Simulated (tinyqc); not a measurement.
p-n heterojunction, non-linear Poisson equation by Newton steps, Boltzmann statistics: one step of the calculation.

One dimension, material 1 (p-type) at x < 0 and material 2 (n-type) at x > 0. Band edges: Ec = -psi in material 1 and -psi + dEc in material 2, Ev = Ec - Eg. Flat quasi-Fermi levels: 0 for holes, +V for electrons. n = Nc F((EFn - Ec)/Vt), p = Nv F((Ev - EFp)/Vt), with F(eta) = exp(eta) (Boltzmann statistics); full ionisation, no interface charge, classical densities; the doping types are chosen for the exercise.

Task. Offsets and end potentials. dEv = Ev1 - Ev2 = Eg2 - Eg1 - dEc. Neutrality of the majority carriers far from the junction: Nv1 F((-psi_L - Eg1)/Vt) = N1 and Nc2 F((V + psi_R - dEc)/Vt) = N2. Total bending psi_R - psi_L.

Values chosen for this exercise; band and dielectric values close to those of AlGaAs and GaAs:
```
symbol,value,unit,meaning
T,350,K,temperature
Eg1,1.8,eV,band gap of material 1
Nv1,1.39e19,cm^-3,valence-band density of states of material 1
Eg2,1.44,eV,band gap of material 2
Nc2,5.52e17,cm^-3,conduction-band density of states of material 2
dEc,-0.22,eV,conduction-band offset Ec2 - Ec1
N1,5.6e15,cm^-3,acceptor density of material 1
N2,2.4e16,cm^-3,donor density of material 2
V,0,V,bias of side 1 against side 2
```

Constants: q = 1.602176634e-19 C, kB = 1.380649e-23 J/K, Vt = kB T/q. Results are converted to the units shown.

Wanted: dEv; psi_L; psi_R; psi_R - psi_L.

Result.

dEv = -0.1400 eV
psi_L = -1.564 V
psi_R = -0.3146 V
psi_R - psi_L = 1.250 V

The alignment is straddling (type I): dEc and dEv have the same sign.

Computed by the program tinyqc: `OMP_NUM_THREADS=1 python tinyqc.py 2040013 2040014 out.jsonl`, one thread of a shared Intel Xeon 2.30GHz, about 0.04 s for the whole run.
